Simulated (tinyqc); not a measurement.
Ferroelectric switching by domains, Kolmogorov-Avrami-Ishibashi kinetics with Merz's law: two steps of the calculation.

A film poled to -Ps gets a pulse V of length t. Field E = V/d, characteristic time tau = t0 exp(Ea/E). The switched share is f = 1 - exp(-(t/tau)^m). P = Ps (2 f - 1).

Parameters, values chosen for the exercise: switchable polarisation Ps = 10 uC/cm^2; time prefactor t0 = 1.4 ns; activation field Ea = 6200 kV/cm; film thickness d = 10 nm; Avrami exponent m = 2; pulse voltage V = 1.3 V; pulse length tp = 200 ns.

Problem 1. Field and characteristic time. E = V/d, tau = t0 exp(Ea/E).

Find: E; tau.

Solution 1.

E = 1300.0 kV/cm
tau = 164.96 ns

Problem 2. State after the pulse, peak of the switching current. f = 1 - exp(-(tp/tau)^m); the current density 2 Ps df/dt peaks at t = tau ((m - 1)/m)^(1/m) (at t = 0 for m = 1); half of the film has switched at tau (ln 2)^(1/m).

tau = 164.96000 ns

Give: f; P after the pulse; time of the peak; peak current density; half-switching time.

Solution 2.

f = 0.77006
P after the pulse = 5.4013 uC/cm^2
time of the peak = 116.64 ns
peak current density = 104.00 A/cm^2
half-switching time = 137.34 ns

tinyqc, about 0.01 s, one thread, Intel Xeon 2.30GHz (shared host): `OMP_NUM_THREADS=1 python tinyqc.py 2860139 2860140 out.jsonl`
